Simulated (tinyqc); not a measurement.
Two-step dopant diffusion (predeposition and drive-in) with a constant diffusivity: one step, computed by the program tinyqc.

Fick diffusion into a half space x > 0 whose background doping C_B is of the opposite type, so that a junction lies where C = C_B.

Question. Diffusivities. D = D0 exp(-E/(k_B T)). Temperatures in kelvin are T(C) + 273.15. Times in seconds are 60 times the minutes.

Inputs (values chosen for the exercise, modelled on antimony in silicon):
```
quantity                      value    unit
prefactor D0                   5.19  cm^2/s
activation energy E            3.86      eV
predeposition temperature T1   1025       C
predeposition time t1            60     min
drive-in temperature T2        1025       C
```

Constants: k_B = 8.617333262e-05 eV/K.

Give: D1; D2; product D1 t1.

Answer.

D1 = 5.365e-15 cm^2/s

D2 = 5.365e-15 cm^2/s

product D1 t1 = 1.931e-11 cm^2
